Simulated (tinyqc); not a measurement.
# Voltage drop against the pad pitch

A grid of 13 by 13 nodes with segments Rx (rows) and Ry (columns); every node draws I1 and the central node kh I1; pads with resistance Rp sit at the nodes whose row and column are multiples of the pitch, counting from 0. The drops u = Vdd - V follow from G u = i, with G the conductance matrix and i the load currents, solved directly.

Inputs (values chosen for the exercise):
```
symbol  value  unit                                   meaning
Vdd      0.75     V                            supply voltage
Rx          1   ohm        resistance of a horizontal segment
Ry       0.12   ohm          resistance of a vertical segment
Rp       0.06   ohm  resistance from a pad node to the supply
kh          1              factor on the load at the hot node
I1        0.9    mA  load current of a node in the large grid
```

Results:
```
pitch (nodes),pads,worst drop (mV),mean drop (mV),largest drop at a pad (mV),largest pad current (mA),worst drop over Vdd (%)
1,169,0.05400,0.05400,0.05400,0.9000,0.007200
2,49,0.7120,0.4428,0.2142,3.570,0.09493
4,16,2.966,2.039,0.7884,13.14,0.3955
6,9,6.368,4.693,1.649,27.48,0.8491
12,4,24.44,18.14,2.281,38.02,3.259
```

Estimate the missing row, pitch = 3 nodes.

Computed row:
```
pitch (nodes),pads,worst drop (mV),mean drop (mV),largest drop at a pad (mV),largest pad current (mA),worst drop over Vdd (%)
3,25,1.535,1.105,0.4707,7.845,0.2047
```

With this row back in the table: The worst drop goes from 0.0540 to 24.4 mV while the number of pads falls from 169 to 4; between the last two rows it goes as pitch^(1.94). The largest drop at a pad is 100 % of the worst drop in the first row and 9.33 % in the last; the rest falls along the wires.

tinyqc, about 0.07 s, one thread, Intel Xeon 2.30GHz (shared host): `OMP_NUM_THREADS=1 python tinyqc.py 2770190 2770191 out.jsonl`
